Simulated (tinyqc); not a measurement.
Worked calculation: Pariser-Parr-Pople SCF with singles CI, for the molecule O=c1cccc(Cl)cc1 (SMILES; centres numbered as the heavy atoms are written). One step of it, computed by the program tinyqc.

Problem. Iteration 1: orbitals and new P. Diagonalise F (the basis is taken as orthonormal) and form P = 2 sum c c over the lowest orbitals; 0.5 of the old P is kept.

F (eV), lower triangle:
```
            1O         2C         3C         4C         5C         6C         7Cl         8C
1O   -8.194734
2C   -4.394912  -4.299926
3C    0.525543  -3.370545  -4.674778
4C    0.384473  -0.052501  -3.979622  -5.023621
5C   -0.361875   0.204565   0.243745  -3.756483  -5.897130
6C   -0.159522   0.115170   0.339938  -0.057358  -3.677310  -6.740431
7Cl   0.080537  -0.098844  -0.414112   0.318672   0.623091  -3.083977  -14.929172
8C    0.457197  -0.055048   0.210067   0.153621  -0.144540  -3.366581    0.113178  -6.156352
9C    0.194744  -3.246921  -0.271735   0.135110   0.342105  -0.063771    0.431649  -4.263339

           9C
9C  -5.259401
```

pi electrons, sum of z_r less the charge = 10

P at the start, lower triangle:
```
            1O         2C         3C         4C         5C        6C        7Cl        8C
1O    1.314570
2C    0.753380   0.985076
3C   -0.252954   0.471661   1.134987
4C   -0.257130   0.027828   0.699375   0.977978
5C    0.282233  -0.126134  -0.129180   0.615905   1.137562
6C    0.124421  -0.071019  -0.209604   0.030403   0.586443  0.979069
7Cl  -0.077153   0.078464   0.328709  -0.217537  -0.308537  0.606646   1.528528
8C   -0.305764   0.029182  -0.129537  -0.094728   0.076627  0.470214  -0.056033  0.973427
9C   -0.093718   0.425437   0.144058  -0.083313  -0.210957  0.033806  -0.294656  0.805658

          9C
9C  0.968803
```

Give: orbital energies; P after iteration 1.

Solution.

orbital energies (eV): -16.130  -12.712  -11.416  -10.497  -8.557  -2.872  -2.021  0.859  2.171

P after iteration 1, lower triangle:
```
         1O      2C      3C      4C      5C     6C     7Cl     8C
1O    1.427
2C    0.727   0.889
3C   -0.221   0.465   1.041
4C   -0.249   0.084   0.722   0.954
5C    0.227  -0.127  -0.052   0.592   1.075
6C    0.138  -0.107  -0.263   0.046   0.647  0.976
7Cl  -0.061   0.066   0.240  -0.141  -0.257  0.453   1.717
8C   -0.275   0.063  -0.116  -0.126   0.054  0.490  -0.072  0.989
9C   -0.096   0.429   0.195  -0.080  -0.252  0.044  -0.195  0.799

       9C
9C  0.932
```
